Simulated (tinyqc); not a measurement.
Raising U: Hubbard ring of 6 sites, mean field against exact. Computed by the program tinyqc. Collinear unrestricted mean field (the lowest of 40 random starts) against exact diagonalisation.

one-body matrix (hopping and site energies) (eV):
```
         1        2        3        4        5        6
1   0.0000  -0.6600   0.0000   0.0000   0.0000  -0.6600
2  -0.6600   0.0000  -0.6600   0.0000   0.0000   0.0000
3   0.0000  -0.6600   0.0000  -0.6600   0.0000   0.0000
4   0.0000   0.0000  -0.6600   0.0000  -0.6600   0.0000
5   0.0000   0.0000   0.0000  -0.6600   0.0000  -0.6600
6  -0.6600   0.0000   0.0000   0.0000  -0.6600   0.0000
```

electrons, up and down: 3  2

Exact and mean-field results (eV):
```
U          U/t   E exact  E mean field  mean |n_up - n_down|  double occupancy, exact  first gap in the sector
0.330    0.500  -4.30544      -4.29155                 0.181                    0.151                    0.000
0.660    1.000  -4.02146      -3.96642                 0.198                    0.136                    0.000
1.980    3.000  -3.16490      -2.73452                 0.368                    0.083                    0.000
2.640    4.000  -2.87427      -2.28611                 0.607                    0.064                    0.000
3.960    6.000  -2.47423      -1.83645                 0.741                    0.039                    0.000
5.280    8.000  -2.22358      -1.60971                 0.783                    0.025                    0.000
7.920   12.000  -1.93835      -1.38349                 0.812                    0.013                    0.000
13.200  20.000  -1.68865      -1.20313                 0.826                 4.88e-03                    0.000
```

Estimate the missing row, U = 1.32.

Computed row:
```
U        U/t   E exact  E mean field  mean |n_up - n_down|  double occupancy, exact  first gap in the sector
1.320  2.000  -3.54098      -3.33027                 0.254                    0.107                    0.000
```

In absolute terms mean field is worst at U/t = 6.0, 0.638 eV too high: at small U it is nearly exact, and at large U it still misses the motion of the hole through a fluctuating spin background. Relative to the exact energy its error is 0.3 % at the smallest U, 29 % at most and 29 % at the largest. The double occupancy falls from 0.151 to 0.005.
